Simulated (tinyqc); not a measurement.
Inverter chain driving a load.

N inverters, each f = Hc^(1/N) times larger than the one before: delay tau N (f + pp). Switched capacitance in units of the first input, with output capacitance pp times the input: Hc + (1 + pp)(Hc - 1)/(f - 1).

Parameters, values chosen for the exercise:
```
symbol,value,unit,meaning
Hc,91,,load over the input capacitance of the chain
pp,0,,parasitic delay of an inverter
tau,7.4,ps,delay unit
```

Result of one run:
```
f,delay (ps),switched capacitance
1.651,109.9,229.3
```

Which number of stages N gave this result: 4, 5, 6 or 9?

N = 9.

The whole series:
```
N,f,delay (ps),switched capacitance
2,9.539,141.2,101.5
3,4.498,99.85,116.7
4,3.089,91.42,134.1
5,2.465,91.20,152.4
6,2.121,94.17,171.3
7,1.905,98.67,190.5
8,1.757,104.0,209.8
9,1.651,109.9,229.3
```

The delay goes from 141 through a minimum of 91.2 (at N = 5 among the rows listed) to 110 ps. The best stage effort solves pp + rho (1 - ln rho) = 0, rho = 2.72, which gives N = ln Hc/ln rho = 4.51. One stage fewer than the best costs 0.24 % in delay and saves 12 % of the switched capacitance.

Numbers from tinyqc (`OMP_NUM_THREADS=1 python tinyqc.py 2082099 2082100 out.jsonl`; about 0.01 s on one thread of a shared Intel Xeon 2.30GHz).
